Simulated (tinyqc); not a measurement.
Resistivity of narrow wires: free and nearly free electrons in a metal.

The cubic cell holds 4 atoms: n = 4 z/a^3, kF = (3 pi^2 n)^(1/3), EF = c kF^2/m, vF = 2 c kF/(m hbar), c = hbar^2/2m0; rs = (3/(4 pi n))^(1/3)/a0; D(EF) = 3 n/(2 EF).

Square wire of width w with grain size w: rho/rho0 = 1/(1 - 3 al/2 + 3 al^2 - 3 al^3 ln(1 + 1/al)) + (3/4) (1 - p) l/w, with al = (l/w) Rg/(1 - Rg) (Mayadas-Shatzkes plus the thick-wire form of Fuchs-Sondheimer); l = hbar kF/(n e^2 rho), e = 1.602176634e-19 C.

Constants: hbar^2/2m0 = 3.80998211 eV angstrom^2; hbar = 6.58211957e-16 eV s; a0 (Bohr radius) = 0.5291772105 angstrom.

Parameters, chosen for this exercise (near those of Al; the results hold for these values, not for the real material):
```
symbol  value  unit          meaning
a       4.033  angstrom      fcc lattice constant
z       3                    free electrons an atom
m       1      m0            mass
rho     3.03   micro-ohm cm  bulk resistivity
p       0.2                  specularity of the surfaces
Rg      0.49                 reflection at grain boundaries
```

Wires:
```
w (nm)     al  grain term (factor - 1)  surface term  rho (micro-ohm cm)
200     0.063                    0.092         0.039                3.43
100     0.125                    0.181         0.078                3.82
50      0.250                    0.357         0.156                4.58
30      0.417                    0.587         0.260                5.60
20      0.625                    0.871         0.390                6.85
14      0.893                    1.234         0.558                8.46
10      1.251                    1.715         0.781               10.59
7       1.787                    2.434         1.116               13.79
```

l = 13.02 nm

What can be read from this table?

At 7 nm the resistivity is 4.55 times the bulk value; grain boundaries add more (2.43 from grains, 1.12 from surfaces). It passes twice the bulk value between 30 and 20 nm. The surface formula is meant for w above l = 13 nm, so the rows below that are rough.

Run: tinyqc, `OMP_NUM_THREADS=1 python tinyqc.py 1680672 1680673 out.jsonl`; Intel(R) Xeon(R) Processor @ 2.30GHz, one thread, shared host; about 0.01 s of CPU time with all checks.
